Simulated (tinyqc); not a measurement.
Trench capacitor in an array: capacitance, non-linearity, leakage and relaxation: two steps of the calculation.

A film between two metal electrodes, each interface adding a series capacitance ci. The small-signal permittivity is ek (1 + aq E^2); the field is found with the linear permittivity. Leakage J = J0 sinh(E/Ef). After a voltage step the film passes a relaxation current kr C V tt^(-nr), tt being the time in seconds. The sidewall is a coaxial capacitor with radii a = dm/2 - t and b = dm/2, depth AR dm; the end face is left out.

Parameters, values chosen for the exercise; permittivity of the order of that of silicon nitride:
```
symbol    value       unit                                                             meaning
ek          7.6                                              relative permittivity of the film
t           6.1         nm                                                      film thickness
ci          120    uF/cm^2  capacitance of each electrode interface (dead layer and screening)
aq       0.0029  cm^2/MV^2                     quadratic field coefficient of the permittivity
V           1.4          V                                                                bias
J0      2.2e-10     A/cm^2                                                   leakage prefactor
Ef         0.37      MV/cm                             field for an e-fold rise of the leakage
dm           67         nm                                                diameter of the hole
AR           20                                              aspect ratio, depth over diameter
pt          140         nm                                           pitch of the square array
rho         410    uohm cm                                  resistivity of the inner electrode
```

Constants: eps0 = 8.8541878128e-14 F/cm where lengths are in cm. Results are converted to the units shown.

Task 1. Planar capacitance, field and non-linearity. Planar film: Cf = eps0 ek/t, 1/C = 1/Cf + 2/ci, EOT = 3.9 eps0/C, effective permittivity C t/eps0, E = (V/t) C/Cf; quadratic coefficient [C(V)/C - 1]/V^2 with Cf (1 + aq E^2) in C(V).

Wanted: Cf; C; EOT; effective permittivity; E; quadratic coefficient; J.

Result 1.

Cf = 1.1031 uF/cm^2
C = 1.0832 uF/cm^2
EOT = 3.1878 nm
effective permittivity = 7.4628
E = 2.2536 MV/cm
quadratic coefficient = 7377.1 ppm/V^2
J = 4.8602e-8 A/cm^2

The interfaces take 1.81 % of the voltage.

Task 2. Cell capacitance, fields and time constant. Per length 1/c = ln(b/a)/(2 pi eps0 ek) + (1/a + 1/b)/(2 pi ci); cell capacitance c AR dm; per footprint over pt^2; fields c V/(2 pi eps0 ek r) at r = a and b; resistance of the inner electrode rho AR dm/(pi a^2); time constant R C/3 of the distributed line.

Find: a; b; cell capacitance; capacitance per footprint; field at a; field at b; R; R C/3.

Result 2.

a = 27.40 nm
b = 33.50 nm
cell capacitance = 2.767 fF
capacitance per footprint = 14.12 uF/cm^2
field at a = 2.496 MV/cm
field at b = 2.041 MV/cm
R = 2.329 kohm
R C/3 = 2.149 ps

The array gives 13.0 times the planar capacitance per footprint; curvature makes the field at the inner electrode 1.11 times the planar value.

Computed by the program tinyqc: `OMP_NUM_THREADS=1 python tinyqc.py 2102072 2102073 out.jsonl`, one thread of a shared Intel Xeon 2.30GHz, about 0.01 s for the whole run.
